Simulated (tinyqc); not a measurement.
Ballistic Schottky-barrier transistor with a two-dimensional channel, WKB contacts: one step of the calculation.

Source Fermi level 0, drain Fermi level -Vd. Far from the contacts Ec = pn - psi, and the gate moves psi one to one; the band edges relax as exp(-x/lam) from pn at the source and pn - Vd at the drain; Ev = Ec - Eg. A carrier of energy w inside the channel band meets at a contact a barrier of height D (the contact edge beyond the channel edge): T = 1 for w >= D, else exp(-S), S = 4 lam sqrt(m/C) [sqrt(D - w) - sqrt(w) arctan sqrt((D - w)/w)], C = hbar^2/(2 m0). The two contacts combine as Ts Td/(Ts + Td - Ts Td).

Problem. Current of the electrons on a coarse grid. I/W = g (2 q^2/h) int T(w) [N(Es + w) - N(Ed + w)] dw with w the energy of motion along the channel, N(y) = (1/2 pi) sqrt(pi m kB T/C) Fm(-y/kB T), Fm(x) = (1/sqrt(pi)) int_0^infinity u^(-1/2)/(1 + exp(u - x)) du. Electrons: Ds = psi, Dd = psi - Vd, Es = Ec, Ed = Ec + Vd. Holes: Ds = -psi, Dd = Vd - psi, Es = -Ev, Ed = -Ev - Vd. The size of each current is taken; both flow from drain to source and add. Simpson's rule on nE equally spaced w from 0 to wm.

Inputs (values chosen for the exercise); channel values close to those of a molybdenum disulphide layer: temperature T = 300 K; barrier for electrons at both contacts pn = 0.49 eV; electron mass mn = 0.49 m0; valleys or subbands g = 2; screening length at the contacts lam = 1.3 nm; drain bias Vd = 0.3 V; band shift psi of the channel by the gate ps = 0.46 V; upper end of the grid wm = 0.64 eV; points of the grid nE = 13.

Constants: q = 1.602176634e-19 C, kB = 1.380649e-23 J/K, hbar = 1.054571817e-34 J s, h = 6.62607015e-34 J s, m0 = 9.1093837015e-31 kg, Vt = kB T/q, hbar^2/(2 m0) = 0.0380998212 eV nm^2. Results are converted to the units shown.

Wanted: w; Ts; Td; T; size of the supply difference; current.

Solution.

```
point	w (eV)	Ts	Td	T	size of the supply difference (1/um)
0	0.0000	3.214e-6	5.760e-4	3.196e-6	41.95
1	0.0533	0.001329	0.1386	0.001318	6.300
2	0.1067	0.01028	0.5723	0.01020	0.8200
3	0.1600	0.04067	1.000	0.04067	0.1045
4	0.2133	0.1125	1.000	0.1125	0.01329
5	0.2667	0.2448	1.000	0.2448	0.001688
6	0.3200	0.4435	1.000	0.4435	2.146e-4
7	0.3733	0.6880	1.000	0.6880	2.726e-5
8	0.4267	0.9188	1.000	0.9188	3.464e-6
9	0.4800	1.000	1.000	1.000	4.402e-7
10	0.5333	1.000	1.000	1.000	5.594e-8
11	0.5867	1.000	1.000	1.000	7.108e-9
12	0.6400	1.000	1.000	1.000	9.032e-10
```

current = 0.1983 uA/um

Range of the model: No scattering, image-force lowering, channel charge or band-to-band tunnelling; parabolic kappa overstates S deep in the gap.

Program tinyqc, `OMP_NUM_THREADS=1 python tinyqc.py 2390135 2390136 out.jsonl`; Intel Xeon 2.30GHz, shared host, one thread, about 0.5 s.
